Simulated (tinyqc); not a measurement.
Comparisons within one model: thresholds of impact ionisation and Auger recombination from band masses. A value that a table varies takes the place of the one given here.

Parabolic bands, no phonon. At threshold the three slow carriers share one velocity. With M their total mass and m4 the mass of the fast carrier, the fast carrier has the kinetic energy E_T = G M/(M - m4) and the slow ones together E_a = G m4/(M - m4), the activation energy of the Auger rate. CCCH (fast electron): G = Eg, M = 2 me + mh, m4 = me. CHHS (hole into the split-off band): G = Eg - Dso, M = 2 mh + me, m4 = ms; this form holds for Eg > Dso (below, the process needs about Dso - Eg and is marked by a dash). CHHL (hole into the light band): G = Eg, M = 2 mh + me, m4 = ml. CHHH (fast heavy hole): G = Eg, M = 2 mh + me, m4 = mh.

Non-parabolic fast electron: E (1 + alpha E) = c k^2/me with alpha = (1 - me)^2/Eg; the slow carriers stay parabolic, so E_T = Eg + me E_T (1 + alpha E_T)/M, M = 2 me + mh (the root between Eg and 1.9 Eg).

Constants: kB = 8.617333262e-05 eV/K; hc = 1239.841984 eV nm.

Parameters, chosen for this exercise (near those of GaSb, gap at low temperature and not tied to T; the results hold for these values, not for the real material):
```
symbol  value   unit  meaning
Eg      0.791   eV    gap at Gamma to the s-like level
Dso     0.756   eV    spin-orbit splitting
me      0.0391  m0    electron mass at Gamma
mh      0.33    m0    heavy-hole mass
ms      0.136   m0    split-off mass
ml      0.044   m0    light-hole mass
T       250     K     temperature
```

## The gap of an alloy series

Eg is varied with me and ml proportional to it; mh, ms and Dso are kept. E_a of three processes; wavelength hc/Eg.

Results:
```
Eg (eV)  wavelength (micrometre)      me  CCCH (meV)  CCCH non-parabolic (meV)  CHHS (meV)  CHHL (meV)  log10 exp(-E_a/kT), non-parabolic
0.237                       5.23  0.0117         8.1                      17.3           -         4.7                              -0.35
0.396                       3.13  0.0196        22.2                      49.1           -        13.3                              -0.99
0.593                       2.09  0.0293        48.4                     113.0           -        29.8                              -2.28
0.791                       1.57  0.0391        83.8                     206.9         8.5        53.1                              -4.17
0.989                       1.25  0.0489       127.6                     334.3        55.3        83.2                              -6.74
1.266                       0.98  0.0626       201.8                     578.1       118.2       136.7                             -11.65
1.582                       0.78  0.0782       303.1                     976.8       186.5       214.1                             -19.69
```

E_a of CCCH goes nearly as Eg^2 (power 1.91 over the table), as both G and me grow; the non-parabolic value goes with the power 2.13, and its Boltzmann factor spans 19.3 decades; rows with E_a far above kT are formal, since phonon-assisted processes and side valleys rule there. CHHS is resonant at Eg = Dso = 0.756 eV, with no activation, and is the easiest process near there; it has the lowest E_a of the parabolic values for Eg = 0.791, 0.989, 1.266 and 1.582 eV.

## The mass ratio

mu = me/mh is varied; thresholds in units of Eg for ionisation started by an electron, (1 + 2 mu)/(1 + mu), and by a heavy hole, (2 + mu)/(1 + mu).

Results:
```
mu     electron (Eg)  hole (Eg)  electron (eV)  hole (eV)
0.077         1.0715     1.9285          0.848      1.525
0.097         1.0884     1.9116          0.861      1.512
0.118         1.1055     1.8945          0.874      1.499
0.160         1.1379     1.8621          0.900      1.473
1.000         1.5000     1.5000          1.187      1.187
1.300         1.5652     1.4348          1.238      1.135
2.400         1.7059     1.2941          1.349      1.024
```

The two thresholds add up to 3 Eg in every row and are equal, 3/2 Eg, at mu = 1. The lighter carrier has the lower threshold; in the first row the two differ by 0.678 eV, which would favour one carrier in avalanche multiplication. Real ionisation rates depend on the whole band structure and can be nearly equal although the edge masses differ.

## What each parameter does

Activation energies. Each row changes one parameter from the base and keeps the others.

Results:
```
case             CCCH (meV)  CCCH non-parabolic (meV)  CHHL (meV)
base                  83.79                    206.94       53.13
Eg = 0.7119 eV        75.41                    186.25       47.81
Dso = 0.8316 eV       83.79                    206.94       53.13
me = 0.0352 m0        76.24                    184.08       53.45
mh = 0.297 m0         92.02                    234.96       59.08
ms = 0.1224 m0        83.79                    206.94       53.13
ml = 0.0484 m0        83.79                    206.94       58.84
```

The largest shifts from the base row, up to three for each result and ties (the steps differ in size, so this ranks the rows, not the parameters). CCCH (meV): Eg -8.38, mh +8.23, me -7.55; unchanged at the printed digits by Dso, ms and ml. CCCH non-parabolic (meV): mh +28.02, me -22.85, Eg -20.69; unchanged at the printed digits by Dso, ms and ml. CHHL (meV): mh +5.95, ml +5.71, Eg -5.31; unchanged at the printed digits by Dso and ms.

Computed by tinyqc, a small Python program: `OMP_NUM_THREADS=1 python tinyqc.py 1850493 1850494 out.jsonl` (the numbers bound the seed that draws the inputs); one thread of a shared host (Intel(R) Xeon(R) Processor @ 2.30GHz), about 0.01 s for the whole set of steps.
